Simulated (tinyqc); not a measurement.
Six-transistor SRAM cell, nodal equations and margins: one step of the calculation.

Two cross-coupled inverters (pull-down bn, pull-up bp) hold the nodes Q and QB; access transistors (ba, threshold VTn, gate on the word line at Vdd when selected) join them to the bit lines. Transistor (EKV form, voltages against the body): I = 2 n b Vt^2 [F(vp - Vs) - F(vp - Vd)] from drain to source, F(v) = ln^2(1 + exp(v/(2 Vt))), vp = (Vg - VT + sg |Vd - Vs|)/n. n-channel bodies are at 0; for the p-channel device all voltages are counted down from Vdd. b in uA/V^2 gives I in uA. For an access transistor the bit line is the drain and the node the source. In a read both bit lines are at Vdd. The cell is symmetric (no mismatch).

Problem. Read current and disturbance. Iread = Ia(bit line at Vdd, source Q); cell ratio bn/ba; time to pull a bit line of 20 fF down by 0.1 V at that current.

Values chosen for this exercise:
- T = 293 K (temperature)
- Vdd = 1 V (supply voltage)
- n = 1.39 (slope factor)
- sg = 0.044 (drain-induced barrier lowering)
- VTn = 0.26 V (n-channel threshold)
- bn = 720 uA/V^2 (gain factor of the pull-down transistor)
- ba = 720 uA/V^2 (gain factor of the access transistor)

Constants: q = 1.602176634e-19 C, kB = 1.380649e-23 J/K, Vt = kB T/q. Results are converted to the units shown.

(Q, QB) (V): Q 0.16851802, QB 0.99773419

Give: Iread; cell ratio; time.

Solution.

Iread = 76.19 uA
cell ratio = 1.000
time = 26.25 ps

Numbers from tinyqc (`OMP_NUM_THREADS=1 python tinyqc.py 2340078 2340079 out.jsonl`; about 0.1 s on one thread of a shared Intel Xeon 2.30GHz).
